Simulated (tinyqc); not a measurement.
# Inverter chain driving a load

N inverters, each f = Hc^(1/N) times larger than the one before: delay tau N (f + pp). Switched capacitance in units of the first input, with output capacitance pp times the input: Hc + (1 + pp)(Hc - 1)/(f - 1).

Inputs (values chosen for the exercise):
```
symbol  value  unit                                       meaning
Hc         99        load over the input capacitance of the chain
pp        1.5                      parasitic delay of an inverter
tau         4    ps                                    delay unit
```

Result of one run:

| f | delay (ps) | switched capacitance |
|---|---|---|
| 4.626 | 73.51 | 166.6 |

Which number of stages N gave this result: 1, 2, 3 or 4?

N = 3.

The whole series:

| N | f | delay (ps) | switched capacitance |
|---|---|---|---|
| 1 | 99.00 | 402.0 | 101.5 |
| 2 | 9.950 | 91.60 | 126.4 |
| 3 | 4.626 | 73.51 | 166.6 |
| 4 | 3.154 | 74.47 | 212.7 |
| 5 | 2.507 | 80.14 | 261.6 |
| 6 | 2.151 | 87.62 | 311.9 |
| 7 | 1.928 | 95.98 | 363.0 |

The delay goes from 402 through a minimum of 73.5 (at N = 3 among the rows listed) to 96.0 ps. The best stage effort solves pp + rho (1 - ln rho) = 0, rho = 3.97, which gives N = ln Hc/ln rho = 3.33. One stage fewer than the best costs 25 % in delay and saves 24 % of the switched capacitance.

Program tinyqc, `OMP_NUM_THREADS=1 python tinyqc.py 2082170 2082171 out.jsonl`; Intel Xeon 2.30GHz, shared host, one thread, about 0.01 s.
